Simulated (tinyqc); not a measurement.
Inside a calculation. Method: Hueckel theory of the pi electrons, for the molecule C=CC1=CC=CC=CC=C1 (SMILES; centres numbered as the heavy atoms are written). One step of it, computed by the program tinyqc.

Task: Energy, charges, bond orders. E = sum n x; q_r = z_r - P_rr; bond order p = P_rs; free valence = sqrt(3) - sum of p over the bonds of the atom.

x values: 2.116883  1.639784  1.414214  0.910996  0.000000  0.000000  -0.910996  -1.414214  -1.639784  -2.116883

occupations: 2.000000  2.000000  2.000000  2.000000  1.000000  1.000000  0.000000  0.000000  0.000000  0.000000

charge and bond-order matrix P, lower triangle:
```
,1C,2C,3C,4C,5C,6C,7C,8C,9C,10C
1C,1.000000
2C,0.851365,1.000000
3C,0.000000,0.477198,1.000000
4C,-0.187084,0.000000,0.528071,1.000000
5C,0.000000,-0.136211,0.000000,0.643025,1.000000
6C,0.050873,0.000000,-0.085338,0.000000,0.592152,1.000000
7C,0.000000,0.101746,0.000000,-0.136211,0.000000,0.613409,1.000000
8C,0.050873,0.000000,-0.085338,0.000000,-0.114954,0.000000,0.613409,1.000000
9C,0.000000,-0.136211,0.000000,-0.064082,0.000000,-0.114954,0.000000,0.592152,1.000000
10C,-0.187084,0.000000,0.528071,0.000000,-0.064082,0.000000,-0.136211,0.000000,0.643025,1.000000
```

Centres:
```
centre,"z_r, pi electrons of the neutral centre",h
1C,1,0.000000
2C,1,0.000000
3C,1,0.000000
4C,1,0.000000
5C,1,0.000000
6C,1,0.000000
7C,1,0.000000
8C,1,0.000000
9C,1,0.000000
10C,1,0.000000
```

Bonds:
```
i,j,k
1,2,1
2,3,1
3,4,1
4,5,1
5,6,1
6,7,1
7,8,1
8,9,1
9,10,1
10,3,1
```

Give: pi energy = 10 alpha + this times beta; pi charges; Bond orders and lengths from R = 1.517 - 0.180 p; free valence of the carbons; gap between the highest filled and the next level.

Result:

pi energy = 10 alpha + this times beta = 12.1638

pi charges: 1C 0.0000, 2C 0.0000, 3C 0.0000, 4C 0.0000, 5C 0.0000, 6C 0.0000, 7C 0.0000, 8C 0.0000, 9C 0.0000, 10C 0.0000

Bond orders and lengths from R = 1.517 - 0.180 p (angstrom, C-C alone):
```
bond,p,R
1-2,0.8514,1.3638
2-3,0.4772,1.4311
3-4,0.5281,1.4219
4-5,0.6430,1.4013
5-6,0.5922,1.4104
6-7,0.6134,1.4066
7-8,0.6134,1.4066
8-9,0.5922,1.4104
9-10,0.6430,1.4013
10-3,0.5281,1.4219
```

free valence of the carbons: 1C 0.8807, 2C 0.4035, 3C 0.1987, 4C 0.5610, 5C 0.4969, 6C 0.5265, 7C 0.5052, 8C 0.5265, 9C 0.4969, 10C 0.5610

gap between the highest filled and the next level = 0.9110 |beta|
